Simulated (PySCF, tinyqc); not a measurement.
MP2 on RHF in the sto-6g basis, for H3-, spin multiplicity 1, step by step. The basis has no diffuse functions, so it cannot describe the extra electron: this is an exercise in the method, not the real anion. The lowest restricted solution is unstable here: a spin-polarised one lies 0.1480 hartree lower (PySCF). One step of it, computed by the program tinyqc.

Question. Integrals over molecular orbitals. (pq|rs) = sum C_ip C_jq C_kr C_ls (ij|kl), one index at a time.

coefficients C:
```
            MO1        MO2        MO3
1H 1s  0.352179   0.937623  -0.590050
2H 1s  0.352179  -0.937623  -0.590050
3H 1s  0.554757   0.000000   1.021712
```

core Hamiltonian H = T + V (hartree):
```
           1H 1s      2H 1s      3H 1s
1H 1s  -1.401195  -0.798436  -0.798846
2H 1s  -0.798436  -1.401195  -0.798846
3H 1s  -0.798846  -0.798846  -1.401355
```

Two-electron integrals (ij|kl) in chemists' order, unique and non-zero (hartree):
```
(11|11) 0.774999   (21|11) 0.259303   (21|21) 0.115649   (22|11) 0.441926
(22|21) 0.259303   (22|22) 0.774999   (31|11) 0.259473   (31|21) 0.102691
(31|22) 0.201493   (31|31) 0.115783   (32|11) 0.201493   (32|21) 0.102691
(32|22) 0.259473   (32|31) 0.102741   (32|32) 0.115783   (33|11) 0.442050
(33|21) 0.201426   (33|22) 0.442050   (33|31) 0.259473   (33|32) 0.259473
(33|33) 0.774999
```

Give: one-electron integrals over orbitals h = C^T H C; Two-electron integrals over orbitals.

Answer.

one-electron integrals over orbitals h = C^T H C (hartree):
```
         1        2        3
1  -1.6012   0.0000   0.0680
2   0.0000  -1.0598   0.0000
3   0.0680   0.0000  -1.0681
```

Two-electron integrals over orbitals (pq|rs), unique and non-zero (hartree):
```
(11|11) 0.5688    (21|21) 0.1195    (22|11) 0.5207    (22|22) 0.6353
(31|11) 0.0381    (31|22) -0.1057   (31|31) 0.1620    (32|21) -0.1054
(32|32) 0.1049    (33|11) 0.5634    (33|22) 0.5032    (33|31) 0.0685
(33|33) 0.5927
```
